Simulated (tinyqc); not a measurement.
Inside a calculation. Method: Hubbard chain of 2 sites. Computed by tinyqc, a small Python program that keeps every step. Settings: hopping = 0.85, U = 8.1, mixing = 0.5, iteration cap = 64. Command: `OMP_NUM_THREADS=1 python tinyqc.py 23693 23694 out.jsonl` (the two numbers bound the seeds that draw the settings). One thread of a shared host (Intel(R) Xeon(R) Processor @ 2.60GHz), about 0.2 s of CPU time with the checks. Later iterations appear only in the table of the cycle.

## Mean-field iteration 1

one-body matrix (hopping and site energies) (eV):
```
         1        2
1   0.0000  -0.8500
2  -0.8500   0.0000
```

U = 8.1000 eV

electrons, up and down: 1  1

mixing = 0.5000

n(up) at the start (a guess, not normalised): 1 0.5000, 2 0.5000

n(down) at the start (a guess): 1 0.5000, 2 0.5000

H(up) = T + U n(down), H(down) = T + U n(up); fill the lowest levels; n(new) = n + mixing (n(out) - n); E = tr T (rho up + rho down) + U sum n_up n_down of the output.

levels, up (eV): 3.2000  4.9000

levels, down (eV): 3.2000  4.9000

energy = 2.3500 eV

n(up) after iteration 1: 1 0.5000, 2 0.5000

n(down) after iteration 1: 1 0.5000, 2 0.5000

## Convergence

Each step fills the lowest levels of T + U n(other spin) and sets n(new) = n + mixing (n(out) - n); stop when output and input agree to 1e-8.

Course of the cycle:
```
iteration    E (eV)  largest |n(out) - n(in)|  mean |n_up - n_down|
1          2.350000                  1.11e-16                0.0000
```

local moments n_up - n_down: 1 0.0000, 2 0.0000

Converged in 1 iterations. But random starts reach -0.17840 eV, so this is another stationary point, not the lowest one. Reruns (cap 100 unless said): mixing 0.2: converged in 1 to a higher stationary point (E = 2.35000); mixing 0.9: converged in 1 to a higher stationary point (E = 2.35000). Before convergence this energy mixes input and output and is not variational, so it may rise towards its limit.

## The many-body Hamiltonian

Basis: all placements (u, d, 2, 0 on each site), up operators ordered before down ones; hops carry the sign of the same-spin electrons passed.

H (eV), lower triangle:
```
         20       ud       du      02
20   8.1000
ud  -0.8500   0.0000
du  -0.8500   0.0000   0.0000
02   0.0000  -0.8500  -0.8500  8.1000
```

## Exact diagonalisation (4 states)

Lowest levels of the sector, and the double occupancy of the lowest state.

lowest levels (eV): -0.3423  0.0000  8.1000  8.4423

double occupancy per site = 0.0195

The mean-field solution above lies 2.6923 eV above the exact energy.
